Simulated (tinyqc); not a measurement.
How far the fits carry: temperature and isotope dependence of a band gap in oscillator models.

E(T) = E0 - sum_i sl_i th_i n_i(T), n = 1/(exp(th/T) - 1). The same coupling lowers the gap at 0 K by the zero-point term ZP = sum_i sl_i th_i/2, so the gap of the static lattice is E0 + ZP. Thermal expansion is taken as part of the slopes.

Two-parameter forms are made to pass through the falls at the two temperatures T12: Varshni aV T^2/(T + bV), from the line T^2/fall = (T + bV)/aV; one oscillator s1 t1/(exp(t1/T) - 1), with t1 from the ratio of the falls.

Parameters, chosen for this exercise (near those of diamond; shifted at random, so the results belong to these values and not to a real crystal):
- E0 = 5.509 eV (gap at 0 K)
- th = (466, 1673) K (temperatures of two oscillators)
- sl = (0.1438, 0.4552) meV/K (their high-temperature slopes)
- T12 = (680, 1730) K (temperatures of the fits)

Falls of the gap from E0, and errors of the two fits against the model.

Results:

| T (K) | fall (meV) | Varshni - model (meV) | one oscillator - model (meV) | fall/ZP |
|---|---|---|---|---|
| 20 | 0.00 | 0.15 | 0.00 | 0.000 |
| 50 | 0.01 | 0.92 | -0.01 | 0.000 |
| 200 | 7.40 | 6.68 | -5.86 | 0.018 |
| 300 | 20.87 | 9.73 | -8.82 | 0.050 |
| 400 | 42.18 | 10.44 | -7.66 | 0.102 |
| 600 | 106.99 | 4.06 | -1.97 | 0.258 |
| 800 | 192.10 | -6.19 | 2.22 | 0.464 |

Give the missing row, T (K) = 100.

Computed row:
```
T (K)  fall (meV)  Varshni - model (meV)  one oscillator - model (meV)  fall/ZP
100          0.64                   3.01                         -0.64    0.002
```

Below the first fit point the largest errors are +10.44 meV (Varshni, 400 K, on a fall of 42.18 meV) and -8.82 meV (one oscillator, 300 K); a T^2 law cannot freeze out; a single oscillator misses the soft modes. No row lies well beyond the second fit point, so the table does not test extrapolation to high T. The thermal fall stays below ZP up to 800 K.

Computed by tinyqc, a small Python program: `OMP_NUM_THREADS=1 python tinyqc.py 1881155 1881156 out.jsonl` (the numbers bound the seed that draws the inputs); one thread of a shared host (Intel(R) Xeon(R) Processor @ 2.30GHz), about 0.01 s for the whole set of steps.
